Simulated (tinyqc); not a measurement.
Two-step dopant diffusion (predeposition and drive-in) with a constant diffusivity: one step, computed by the program tinyqc.

Fick diffusion into a half space x > 0 whose background doping C_B is of the opposite type, so that a junction lies where C = C_B.

Question. Predeposition. C = C_s erfc(x/(2 sqrt(D1 t1))); dose Q = 2 C_s sqrt(D1 t1/pi); the junction solves erfc(z) = C_B/C_s with x_j = 2 z sqrt(D1 t1).

Inputs (values chosen for the exercise, modelled on antimony in silicon): surface concentration C_s = 2.6e+19 1/cm^3; background doping C_B = 1.3e+17 1/cm^3; predeposition temperature T1 = 950 C; drive-in temperature T2 = 1150 C.

product D1 t1 = 6.395452e-13 cm^2

Give: dose Q; z; junction depth after predeposition.

Answer.

dose Q = 2.3462e+13 1/cm^2

z = 1.9849

junction depth after predeposition = 0.031747 um
